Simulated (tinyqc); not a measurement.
# Small-signal admittance of a forward-biased p+-n diode, step by step

Computed by the program tinyqc: `OMP_NUM_THREADS=1 python tinyqc.py 2890148 2890149 out.jsonl`, one thread of a shared Intel Xeon 2.30GHz, about 0.01 s for the whole run. Printed values are rounded.

Holes injected into a neutral base of width wb with an ohmic contact at its end; low injection, p0 far above the equilibrium density. A small voltage v exp(i w t), w = 2 pi f, modulates the edge density by p0 v/Vt, and the small-signal density obeys Dp d2p/dx2 = (1/tau + i w) p.

Values chosen for this exercise; permittivity close to that of silicon:
- T = 275 K (temperature)
- eps_r = 11.7 (relative permittivity)
- Nd = 2.7e16 cm^-3 (donor density of the base)
- Dp = 6 cm^2/s (hole diffusion coefficient)
- tau = 8e-9 s (hole lifetime)
- wb = 1.4 um (width of the neutral base)
- p0 = 7.3e12 cm^-3 (excess hole density at the junction edge)
- Na = 9e19 cm^-3 (acceptor density of the p+ side)
- f = 4.6e8 Hz (signal frequency)

Constants: q = 1.602176634e-19 C, kB = 1.380649e-23 J/K, Vt = kB T/q, eps0 = 8.8541878128e-14 F/cm where lengths are in cm. Results are converted to the units shown.

## Closed-form admittance

L = sqrt(Dp tau); direct current J = (q Dp p0/L) coth(wb/L); k = sqrt(1 + i w tau)/L; diffusion admittance Y = (q Dp p0/Vt) k coth(k wb) = G + i w C_diff; junction capacitance C_j = sqrt(q eps0 eps_r Nd/(2 Vr)) in the depletion approximation, with the remaining barrier Vr = Vt ln(Na/p0), a rough value under forward bias; base-width modulation is left out.

L = 2.190890 um
J = 0.05676906 A/cm^2
k wb = 2.220213+2.126267i
Y = 4.552218+4.547860i S/cm^2
C_diff = 0.001573509 uF/cm^2
C_j = 0.07609874 uF/cm^2

G is 1.90 times its low-frequency value J/Vt, and C_diff is 0.0207 times C_j.

## The same by finite differences

6 equal intervals, h = wb/6; u = small-signal density over its edge value, u_0 = 1, u_6 = 0; u_(i-1) + b u_i + u_(i+1) = 0 with b = -2 - h^2 (1/tau + i w)/Dp; Y = (q Dp p0/(Vt h)) (-b/2 - u_1), which includes the half box at the edge.

b = -2.011343-0.262265i
u, node 1 to 5: [0.6576821-0.2389330i, 0.3854877-0.3080892i, 0.1984667-0.2796402i, 0.0870366-0.2023121i, 0.0296531-0.1044521i]
Y on the mesh = 4.416395+4.696568i S/cm^2

Against the closed form the real part is 3.0 % below it and the imaginary part 3.3 % above it; |k h| = 0.51.
